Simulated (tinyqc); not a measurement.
Inside a calculation. Method: geometry optimisation on the unrestricted PBE/sto-6g surface (energies and gradients from PySCF), for H4, spin multiplicity 3. The optimisation ends on separated fragments, where the gradient is small because the surface is flat. Computed by tinyqc, a small Python program that keeps every step (integrals from PySCF). Settings: charge = 0, multiplicity = 3, basis = sto-6g, functional = pbe,pbe, optimiser = bfgs, first Hessian = 0.15, largest step = 0.5, iteration cap = 30. Command: `OMP_NUM_THREADS=1 python tinyqc.py 21328 21329 out.jsonl` (the two numbers bound the seeds that draw the settings). One thread of a shared host (Intel(R) Xeon(R) Processor @ 2.60GHz), about 20 s of CPU time with the checks.

## Step 1: energy and gradient

positions at the start (bohr):
```
            x          y         z
1H   0.056692  -0.017008  0.043464
2H   0.028346   0.015118  1.492884
3H  -0.001890   0.058582  3.021672
4H  -0.058582  -0.037795  4.620380
```

Self-consistent energy and analytic gradient at these positions.

energy = -1.88940288 hartree

gradient (hartree/bohr):
```
              x            y            z
1H  -0.00466198   0.00707655   0.24996156
2H   0.00298239  -0.00880690  -0.19209488
3H  -0.00652979  -0.01091157   0.18227959
4H   0.00820937   0.01264190  -0.24014627
```

## Step 1: move

Quasi-Newton step p = -H^(-1) g (first H = 0.15 times the unit matrix); steps longer than 0.5 bohr are cut back (factor 0.172 here).

positions after step 1 (bohr):
```
            x          y          z
1H   0.062028  -0.025107  -0.242642
2H   0.024932   0.025198   1.712755
3H   0.005584   0.071071   2.813035
4H  -0.067978  -0.052264   4.895251
```

## Step 2: energy and gradient

As before.

energy = -1.98222425 hartree

gradient (hartree/bohr):
```
              x            y            z
1H  -0.00179379   0.00329750   0.10009427
2H  -0.00385180   0.00524578   0.18883427
3H   0.00269932  -0.01264571  -0.19987548
4H   0.00294626   0.00410240  -0.08905312
```

## Step 2: move

inverse Hessian in use (bohr^2/hartree), lower triangle:
```
            1          2          3          4          5          6          7          8
1    6.666997
2   -0.000583   6.667677
3   -0.018252   0.032119   7.675377
4    0.000505  -0.000714  -0.026723   6.665885
5   -0.000614   0.000776   0.031840   0.001745   6.663171
6   -0.024044   0.033105   1.266050   0.044891  -0.096388   4.125021
7   -0.000284   0.000316   0.014466   0.001185  -0.002270  -0.064441   6.665222
8    0.001982  -0.003202  -0.107602   0.000408   0.000850  -0.006414   0.001029   6.674139
9    0.025779  -0.035913  -1.360276  -0.044494   0.097062   2.533905   0.065300   0.013024
10  -0.000551   0.000981   0.030509  -0.000909   0.001138   0.043594   0.000544  -0.003420
11  -0.000786   0.001416   0.043643  -0.001439   0.001870   0.069697   0.000924  -0.005120
12   0.016517  -0.029312  -0.914485   0.026325  -0.032514  -1.258308  -0.015325   0.100993

            9         10         11        12
9    4.146348
10  -0.046585   6.667583
11  -0.074173   0.001301   6.668501
12   1.346690  -0.027517  -0.039167  7.492770
```

Quasi-Newton step p = -H^(-1) g (the inverse Hessian comes from BFGS updates; coordinates in the order x, y, z of each atom); steps longer than 0.5 bohr are cut back (factor 0.247 here).

positions after step 2 (bohr):
```
            x          y          z
1H   0.068189  -0.035290  -0.578636
2H   0.028219   0.024354   1.586750
3H   0.006679   0.097703   2.962514
4H  -0.078520  -0.067870   5.207771
```

## Convergence

Stop when the largest gradient component is below 3e-5 hartree/bohr. The inverse Hessian follows the BFGS update with s = step, y = change of gradient.

Course of the optimisation:
```
step  E (hartree)  largest gradient (hartree/bohr)
1     -1.88940288                         2.50e-01
2     -1.98222425                         2.00e-01
3     -2.05207346                         5.40e-02
4     -2.07252567                         3.04e-02
5     -2.08449038                         3.09e-02
6     -2.09063977                         3.02e-02
7     -2.09521947                         1.84e-02
8     -2.09746441                         1.98e-03
9     -2.09809162                         7.90e-03
10    -2.09847727                         8.55e-03
11    -2.09879738                         4.07e-03
12    -2.09891360                         1.34e-04
13    -2.09894353                         9.46e-04
14    -2.09895715                         8.88e-04
15    -2.09895867                         3.14e-04
16    -2.09895882                         4.91e-05
17    -2.09895886                         8.83e-05
18    -2.09895892                         1.81e-04
19    -2.09895910                         3.38e-04
20    -2.09895959                         4.97e-04
21    -2.09896087                         8.07e-05
22    -2.09896101                         1.13e-04
23    -2.09896097                         1.76e-04
24    -2.09896104                         3.55e-05
25    -2.09896104                         1.51e-05
```

Final distances (angstrom):
```
pair   distance
2H-1H  2.673299
3H-1H  3.404729
3H-2H  0.733078
4H-1H  6.035538
4H-2H  3.376217
4H-3H  2.644893
```

Converged in 25 steps.
